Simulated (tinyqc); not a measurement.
Energy conservation against the time step: molecular dynamics of a small cluster by velocity Verlet steps. Computed by tinyqc, a small Python program. Command: `OMP_NUM_THREADS=1 python tinyqc.py 3004349 3004350 out.jsonl verlet walk`. One thread of a shared host (Intel(R) Xeon(R) Processor @ 2.30GHz), about 0.2 s of CPU time with the checks.

E = sum_i {sum_j A exp(-p (r_ij/r0 - 1)) - xi sqrt(rho_i)}, rho_i = sum_j exp(-2 q (r_ij/r0 - 1)); the force on i is -sum_j w_ij (R_i - R_j)/r_ij with w_ij = -(2p/r0) A exp(-p (r_ij/r0 - 1)) + (xi q/r0) exp(-2 q (r_ij/r0 - 1)) (rho_i^(-1/2) + rho_j^(-1/2)).

Inputs (values chosen for the exercise, for model atoms): length r0 = 2.44 angstrom; repulsion A = 0.15 eV; hopping xi = 1.46 eV; decay p = 9.55; decay q = 3.39; atomic mass M = 43.7 u; time step dt = 3.6 fs; steps = 200.

Potential: Gupta.

starting positions (angstrom), rows atom 1, atom 2, atom 3, atom 4, columns x, y, z:
```
[[0.02, -0.03, 0.03],
 [2.27, -0.05, -0.02],
 [1.1, 1.96, 0.01],
 [1.14, 0.61, 1.85]]
```

starting velocities (angstrom/fs), rows atom 1, atom 2, atom 3, atom 4, columns x, y, z:
```
[[0.00092, -0.00218, 0.00041],
 [-0.00087, 0.00137, -0.00304],
 [0.00103, 0.00012, -0.00084],
 [-0.00108, 0.00069, 0.00347]]
```

Constants: 1 eV/(angstrom u) = 9.648533212e-03 angstrom/fs^2; k_B = 8.617333262e-05 eV/K.

Method:
- Relax the cluster, diagonalise the Hessian (central differences): omega_max = sqrt(c lambda_max/M). Verlet steps are stable for omega_max dt < 2.
- Velocity Verlet: a = c F/M with c = 9.648533212e-3 angstrom/fs^2 per eV/(angstrom u); R(new) = R + v dt + a dt^2/2; v(new) = v + (a + a(new)) dt/2. Kinetic energy K = M v^2/(2c); temperature T = 2K/((3N - 3) k_B), rotation of the cluster included.
- Runs without thermostat over the same span of time, steps x dt; spread = largest minus smallest value. For contrast, the energy gained over the first 30 dt (dt of the inputs) by explicit Euler steps: R(new) = R + v dt, v(new) = v + a dt.

omega_max dt = 0.314597

Energy error (eV):
```
dt (fs)  omega_max dt  Verlet, spread of U + K  Euler, gain in U + K
0.45          0.03932               1.0999e-04            1.0501e-01
0.90          0.07865               4.3872e-04            2.4760e-01
1.80          0.15730               1.7555e-03            6.8360e-01
3.60          0.31460               6.7597e-03            2.1508e+00
7.20          0.62919               2.7659e-02            8.8735e+00
10.80         0.94379               5.1755e-02            4.6875e+01
```

The Verlet error grows as dt^2.00 between the first rows, the second order of the method. Euler steps gain energy steadily: over that short span the gain in the first row is already 950 times the Verlet spread of the whole run, and it grows as dt^1.24, tending to the first order of that method as dt shrinks. Caution: where the Euler gain approaches or exceeds the binding energy the cluster has blown apart.

Extremes, crossings and ranges named in words are read from the listed rows.
